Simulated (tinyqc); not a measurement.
# Schottky diode by thermionic emission with image-force lowering and series resistance: soft saturation in reverse bias

Metal on an n-type semiconductor with one parabolic valley; V > 0 is forward bias (metal positive). I = I0 [exp(Vj/(n Vt)) - 1] with Vj = V - I Rs; I0 = S A* T^2 exp(-(phi - dphi)/Vt), the lowering dphi taken at zero bias.

A* = 4 pi q me m0 kB^2/h^3 (times 1e-4 for A/(cm^2 K^2)); Nc = 2 (2 pi me m0 kB T/h^2)^1.5 (times 1e-6 for cm^-3); xi = Vt ln(Nc/Nd), Vbi = phi - xi; surface field Em = sqrt(2 q Nd (Vbi - V - Vt)/(eps0 eps_r)); dphi = sqrt(q Em/(4 pi eps0 eps_r)). Here dphi follows the bias, J = -A* T^2 exp(-(phi - dphi(V))/Vt) [1 - exp(V/Vt)], without Rs.

Values chosen for this exercise; band and dielectric values close to those of gallium nitride:
- T = 400 K (temperature)
- me = 0.197 m0 (electron mass)
- eps_r = 9.66 (relative permittivity)
- phi = 1.18 eV (barrier height seen from the metal)
- Nd = 7.4e15 cm^-3 (donor density)

Constants: q = 1.602176634e-19 C, kB = 1.380649e-23 J/K, h = 6.62607015e-34 J s, m0 = 9.1093837015e-31 kg, Vt = kB T/q, eps0 = 8.8541878128e-14 F/cm where lengths are in cm. Results are converted to the units shown.

Soft saturation in reverse bias:
```
V (V)	Em (kV/cm)	dphi (meV)	J (A/cm^2)
-0.2	56.08	28.91	-1.186e-8
-0.5	63.06	30.66	-1.251e-8
-1	73.23	33.04	-1.341e-8
-2	90.20	36.67	-1.489e-8
-4	117.0	41.76	-1.726e-8
-7	148.3	47.02	-2.011e-8
-10	174.1	50.94	-2.254e-8
-15	210.2	55.97	-2.608e-8
```

dphi rises from 28.9 to 56.0 meV, as the square root of the field, and |J| grows by a factor of 2.20: the reverse current does not saturate. Tunnelling and generation are left out.

Computed by the program tinyqc: `OMP_NUM_THREADS=1 python tinyqc.py 2640017 2640018 out.jsonl`, one thread of a shared Intel Xeon 2.30GHz, about 0.01 s for the whole run.
